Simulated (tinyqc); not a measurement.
Grain-boundary diffusion: Harrison regimes, Fisher and Le Claire analysis, Hart average: one step, computed by the program tinyqc.

A boundary is a slab of width delta with diffusivity D_b, normal to a surface held at constant concentration; it leaks into grains of diffusivity D.

Question. Penetration along an isolated boundary. Fisher: the mean concentration falls as exp(-y/y_F), y_F = sqrt(P) (pi t/(4 D))^(1/4), with the boundary equation P d2c/dy2 = 2 c sqrt(D/(pi t)). Le Claire (from the Whipple solution): ln c falls as -(y/y_L)^(6/5) with P = 1.322 sqrt(D/t) y_L^2.

Inputs (values chosen for the exercise, for a model polycrystal): temperature T = 796 K; time t = 3800 s.

triple product P = 2.469287e-19 m^3/s

D = 2.516999e-18 m^2/s

Give: Fisher depth y_F; Le Claire depth y_L.

Answer.

Fisher depth y_F = 92.21 um

Le Claire depth y_L = 85.19 um
